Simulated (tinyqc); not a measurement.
From results back to parameters: Slater-Koster d bands of a bcc metal. Three cases, with inputs chosen for the exercise.

Problem. In a bcc d band E(t2g) = +/-((8/3) dds + (16/9) ddp + (32/9) ddd) + f2 (4 ddp + 2 ddd) and E(eg) = +/-((16/3) ddp + (8/3) ddd) + f2 (3 dds + 3 ddd), with + at Gamma and - at H = (1,0,0). ddd is given; the four levels come from hidden dds, ddp and f2.

Case 1.

Values chosen (out of a larger set: of the size met in W; not measured data): ddd = -0.146 eV (dd delta).

levels (eV): t2g Gamma -1.94237, eg Gamma 0.81215, t2g H 4.44341, eg H -5.72651

Case 2.

Values chosen (out of a larger set: of the size met in Ta; not measured data): ddd = -0.218 eV (dd delta).

levels (eV): t2g Gamma -2.26067, eg Gamma 0.39350, t2g H 4.33667, eg H -5.14250

Case 3.

Values chosen (out of a larger set: of the size met in Nb; not measured data): ddd = -0.13 eV (dd delta).

levels (eV): t2g Gamma -1.78227, eg Gamma 0.82759, t2g H 3.91728, eg H -5.01774

Find: f2; dds, ddp.

Solution. Half differences between Gamma and H give the first-neighbour parts and half sums the second. The eg half difference gives ddp and the t2g one dds. Since 4 ddp + 2 ddd is 3/4 of (16/3) ddp + (8/3) ddd, f2 is 4/3 of the ratio of the t2g half sum to the eg half difference; the eg half sum then serves as a check. Without ddd these four levels would not fix the three integrals.

Case 1.

f2 = 0.510

dds, ddp (eV): -1.460  0.686

Case 2.

f2 = 0.500

dds, ddp (eV): -1.365  0.628

Case 3.

f2 = 0.487

dds, ddp (eV): -1.304  0.613

Computed by tinyqc, one run a case: `OMP_NUM_THREADS=1 python tinyqc.py N N+1 out.jsonl` with N = 1452699, 1452714, 1452884; one thread of a shared Intel(R) Xeon(R) Processor @ 2.30GHz, about 0.05 s a run at most.
